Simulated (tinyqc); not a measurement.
Thin-film resistivity, exact integral against the thick limit.

Fuchs-Sondheimer for a film of thickness d, k = d/lam: rho0/rho = 1 - (3 (1 - ps)/(2 k)) int_1^infinity (t^-3 - t^-5)(1 - exp(-k t))/(1 - ps exp(-k t)) dt; thick limit rho/rho0 = 1 + 3 (1 - ps)/(8 k).

Inputs (values chosen for the exercise); metal values close to those of aluminium:
```
symbol,value,unit,meaning
rho0,2.7,uohm cm,bulk resistivity
lam,19.5,nm,bulk mean free path
ps,0.6,,specular share of surface scattering
```

Thin-film resistivity, exact integral against the thick limit:
```
d (nm)        k  rho/rho0, exact  thick limit  error of the limit (%)  rho (uohm cm)
0.97    0.04974            3.361        4.015                    19.5          9.074
1.9     0.09744            2.354        2.539                    7.86          6.357
3.7      0.1897            1.765        1.791                    1.42          4.767
7.1      0.3641            1.426        1.412                   -1.01          3.851
14       0.7179            1.224        1.209                   -1.23          3.305
27        1.385            1.116        1.108                  -0.719          3.014
52        2.667            1.059        1.056                  -0.283          2.860
100       5.128            1.030        1.029                 -0.0848          2.781
200       10.26            1.015        1.015                 -0.0214          2.740
```

Read the table: what changes, and by how much?

rho/rho0 falls from 3.36 to 1.01. The error of the thick limit goes from 19 through a minimum of -1.2 (at d = 14 nm among the rows listed) to -0.021 %; it stays within 5 % for k of 0.1897 and above among the rows listed. The change of sign at small k is a crossing of two different laws, not agreement.

Program tinyqc, `OMP_NUM_THREADS=1 python tinyqc.py 2100152 2100153 out.jsonl`; Intel Xeon 2.30GHz, shared host, one thread, about 0.01 s.
